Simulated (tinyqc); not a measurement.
Electron mobility in a silicon inversion layer, empirical terms and Matthiessen rule: one step of the calculation.

Inversion layer of sheet density Ns on a uniformly doped body, under a high-permittivity gate with an interlayer. The mobility terms are empirical power laws with prefactors chosen for the exercise; adding their inverses (Matthiessen) is itself an approximation.

Question. Depletion charge and effective field. ni = sqrt(Nc Nv) exp(-Eg/(2 Vt)), Eg in volts; Ndep = sqrt(2 eps0 eps_r Nb (2 Vt ln(Nb/ni) + Vsb)/q); E = q (Ndep + eta Ns)/(eps0 eps_r), in MV/cm.

Parameters, values chosen for the exercise; material values close to those of silicon:

| symbol | value | unit | meaning |
|---|---|---|---|
| T | 400 | K | temperature |
| Eg | 1.13 | eV | band gap |
| eps_r | 11.5 |  | relative permittivity of the semiconductor |
| Nc | 4.25e19 | cm^-3 | conduction-band density of states at T |
| Nv | 4.13e19 | cm^-3 | valence-band density of states at T |
| Nb | 5.9e16 | cm^-3 | body doping |
| Vsb | 0.3 | V | reverse body bias |
| eta | 0.5 |  | weight of the inversion charge in the effective field |
| Ns | 1.2e12 | cm^-2 | inversion density |

Constants: q = 1.602176634e-19 C, kB = 1.380649e-23 J/K, Vt = kB T/q, eps0 = 8.8541878128e-14 F/cm where lengths are in cm. Results are converted to the units shown.

Find: ni; Ndep; E.

Answer.

ni = 3.188e12 cm^-3
Ndep = 8.561e11 cm^-2
E = 0.2291 MV/cm

The depletion charge gives 58.8 % of the field.

Numbers from tinyqc (`OMP_NUM_THREADS=1 python tinyqc.py 2510022 2510023 out.jsonl`; about 0.01 s on one thread of a shared Intel Xeon 2.30GHz).
